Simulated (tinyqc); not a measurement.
Worked calculation: two electrons on one impurity (helium-like model). Values are carried at full precision from step to step, so a last printed digit may differ when a step is redone from the rounded ones.

Units Ha* = 2 Ry m/eps^2 and a* = a0 eps/m. One electron is bound by Z^2/2. Two electrons in the singlet built from exp(-a r) and exp(-b r): S = 8 (ab)^(3/2)/(a + b)^3, h_aa = a^2/2 - Z a, h_bb alike, h_ab = S (ab/2 - Z (a + b)/2), J = ab (a^2 + 3ab + b^2)/(a + b)^3, K = 20 (ab)^3/(a + b)^5, E = (h_aa + h_bb + 2 S h_ab + J + K)/(1 + S^2). For a = b this is a^2 - 2 Z a + 5a/8. Real double donors are deeper, since the central cell is left out.

Constants: Ry = 13.60569312 eV; a0 (Bohr radius) = 0.5291772105 angstrom.

Values chosen for the exercise (near those of impurities in InP; the results hold for these values, not for the real material): m = 0.082 m0 (one mean mass); eps = 12.8 (dielectric constant); Z = 2.5 (effective charge (1: D- centre, 2: double donor; other values mimic a central cell)); ab = (2.49, 1.33) 1/a* (trial exponents a, b).

## Units and equal orbitals

Give Ha*, a*, the best common exponent Z - 5/16, E = -(Z - 5/16)^2, and the binding of the second electron -Z^2/2 - E.

Ha* = 13.619 meV
a* = 82.60 angstrom
exponent = 2.1875
E with equal orbitals = -4.78516 Ha*
binding of the second electron = 22.61 meV

The first electron is bound by 42.6 meV, 1.88 times as much as the second.

## Unequal orbitals

Evaluate the integrals and E.

S, h_aa, h_bb, h_ab, J, K: 0.86492  -3.12495  -2.44055  -2.69782  1.06369  0.89303

E = -4.73408 Ha*

This lies 0.0511 Ha* above the best equal-orbital value -(Z - 5/16)^2.

## The minimum over a and b

Give a, b, E, both binding energies and U, their difference.

a, b (1/a*): 2.742  1.632

E = -4.81195 Ha*

binding of the first and second electron (meV): 42.56  22.97

U = 19.58 meV

Letting one electron stay close and the other roam (decay lengths 30 and 51 angstrom) gains 0.36 meV.

## Checks

- Minimum for Z = 1 against the known -0.51330: both -0.51330.
- Minimum for Z = 2 against the known -2.87566: both -2.87566.

Computed by tinyqc, a small Python program: `OMP_NUM_THREADS=1 python tinyqc.py 1251326 1251327 out.jsonl` (the numbers bound the seed that draws the inputs); one thread of a shared host (Intel(R) Xeon(R) Processor @ 2.30GHz), about 0.04 s for the whole set of steps.
